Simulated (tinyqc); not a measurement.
Smoothing against break-up: capillary instabilities by surface diffusion: grooving and agglomeration of films, edge retraction, wire break-up and smoothing of roughness. Computed by tinyqc, a small Python program. Command: `OMP_NUM_THREADS=1 python tinyqc.py 3024321 3024322 out.jsonl dewet walk`. One thread of a shared host (Intel(R) Xeon(R) Processor @ 2.30GHz), about 0.01 s of CPU time with the checks.

Isotropic surface energy; shapes change by surface diffusion alone.

Inputs (values chosen for the exercise, for a model film):
```
quantity,value,unit
surface energy gamma_s,2.74,J/m^2
grain-boundary energy gamma_b,0.81,J/m^2
atomic volume Omega,13.6,angstrom^3
surface sites nu,11,1/nm^2
prefactor D0,5.7e-05,m^2/s
activation energy Q,2.11,eV
temperature T,955,K
film thickness h,4.9,nm
grain radius R,12,nm
wire radius r,12,nm
initial ripple over radius,0.01,-
roughness wavelength lambda,55,nm
```

Grooves: at the surface only.

Constants: k_B = 8.617333262e-05 eV/K; k_B = 1.380649e-23 J/K.

Method:
- Groove angle beta: sin(beta) = gamma_b/(2 gamma). For circular grains of radius R with spherical caps the groove ends (measured from the mean surface) at the depth R g(beta), g = (2 - 3 cos beta + cos^3 beta)/(3 sin^3 beta). The film parts if R g(beta_s) > h.
- B = D_s nu gamma_s Omega^2/(k_B T), D_s = D0 exp(-Q/(k_B T)).
- A wire with r + A cos(k z) has dA/dt = (B/r^4) (kr)^2 [1 - (kr)^2] A: unstable for wavelengths above 2 pi r, fastest at kr = 1/sqrt 2 with the rate B/(4 r^4); break-up time about (4 r^4/B) ln(r/A0); each wavelength makes a sphere of radius (3 r^2 lambda_m/4)^(1/3).
- Roughness of wavelength lambda on a flat face decays as exp[-B (2 pi/lambda)^4 t]; the smoothing time is that for a factor e^3.

beta_s = 8.50005 degrees

Times (s); the last column is (h/(0.780 tan beta_s))^4/B:
```
T (K),B (nm^4/s),smoothing,wire break-up,groove to depth h
812,2.2724e+00,7.7512e+03,1.6809e+05,1.3738e+06
860,1.1547e+01,1.5254e+03,3.3079e+04,2.7035e+05
907,4.7876e+01,3.6791e+02,7.9784e+03,6.5206e+04
955,1.7660e+02,9.9736e+01,2.1629e+03,1.7677e+04
1003,5.7357e+02,3.0709e+01,6.6595e+02,5.4427e+03
1050,1.6341e+03,1.0779e+01,2.3376e+02,1.9104e+03
1146,1.0560e+04,1.6680e+00,3.6172e+01,2.9563e+02
```

What does the comparison show, and why?

All times share 1/B, so their ratios do not depend on T: break-up over smoothing is 22. An anneal can smooth this roughness well before the wire breaks. Smoothing is safe for lambda well below 2 pi r, above which a ripple along the wire grows instead. B spans 3.7 decades over these rows.
